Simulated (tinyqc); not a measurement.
The integration grid: Kohn-Sham B3LYP on finer and finer grids in the sto-3g basis, for H4, spin multiplicity 1. Computed by the program tinyqc with PySCF. Self-consistent on each grid; the net force on the molecule should vanish.

Geometry (angstrom):

| atom | x | y | z |
|---|---|---|---|
| H | 0.0000 | 0.0000 | 0.0000 |
| H | 0.0000 | 0.0000 | 0.7070 |
| H | 0.0000 | 0.0000 | 1.7100 |
| H | 0.0000 | 0.0000 | 2.4170 |

Kohn-Sham energy on Becke grids (radial x angular points per atom):

| grid | points | residual of the electron count | E (hartree) | E - finest (mhartree) | largest net force without grid terms (hartree/bohr) |
|---|---|---|---|---|---|
| 10 x 14 | 544 | 7.23e-03 | -2.291447 | -5.533890 | 7.49e-16 |
| 15 x 26 | 1535 | -1.94e-02 | -2.282587 | 3.325990 | 5.55e-16 |
| 20 x 50 | 3965 | -2.64e-05 | -2.285885 | 0.028701 | 5.27e-16 |
| 30 x 86 | 10269 | -3.35e-05 | -2.285902 | 0.010936 | 4.16e-16 |
| 50 x 194 | 38712 | 2.49e-08 | -2.285913 | 0.000000 | 5.55e-16 |
| 75 x 302 | 90468 | -3.87e-09 | -2.285913 | 0.000000 | 5.55e-17 |
| 120 x 590 | 282472 | -2.15e-12 | -2.285913 | 0.000000 | 1.14e-15 |

What does the comparison show, and why?

The energy is within 0.1 mhartree of the finest grid first at 20 x 50. The error has both signs, since quadrature is not variational. The net force vanishes by symmetry here, so only the electron count signals a poor grid.
